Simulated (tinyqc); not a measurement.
The 3-omega method: a line heater on a substrate with a thin film: one step, computed by the program tinyqc. Command: `OMP_NUM_THREADS=1 python tinyqc.py 3008668 3008669 out.jsonl threeomega walk`. One thread of a shared host (Intel(R) Xeon(R) Processor @ 2.30GHz), about 0.01 s of CPU time with the checks.

A current at angular frequency omega = 2 pi f heats the line at 2 omega with the amplitude P per length; the temperature swing Delta T at 2 omega gives a voltage at 3 omega. The substrate is taken as semi-infinite and isotropic, and the heat capacity of heater and film is left out.

Problem. Temperature swing of the bare substrate. Delta T_s = (P/(pi kappa)) int_0^infinity (sin x/x)^2 / sqrt(x^2 + (q b)^2) dx with (q b)^2 = i |q b|^2, averaged over the heater width (12 Gauss-Legendre points on each of the pieces 0, 14 log-spaced edges from 1e-5 to 1, and multiples of pi to 40 pi; the tail adds 1/(4 (40 pi)^2)). For |q| b much below 1: Delta T_s = (P/(pi kappa)) [-ln(|q| b) + eta - i pi/4], eta = 3/2 - C_E = 0.92278, with Euler's C_E = 0.5772157.

Inputs (values chosen for the exercise, modelled on amorphous silicon on germanium): substrate conductivity kappa = 56.6 W/(m K); substrate heat capacity C = 1.74 1e6 J/(m^3 K); heater half-width b = 2.2 micrometre; power amplitude per length P = 35 W/m; current frequency f = 91 Hz.

|q| b = 0.01304412

Give: in-phase Delta T_s; out-of-phase Delta T_s; in-phase, narrow-line form; out-of-phase, narrow-line form.

Solution.

in-phase Delta T_s = 1.0358 K

out-of-phase Delta T_s = -0.15456 K

in-phase, narrow-line form = 1.0358 K

out-of-phase, narrow-line form = -0.15459 K

The narrow-line form misses the in-phase part by 0.00 % and the out-of-phase part by 0.0 % at |q| b = 0.013. Caution: the penetration depth exceeds a fifth of the substrate thickness, so the back face is felt and the semi-infinite formula fails.
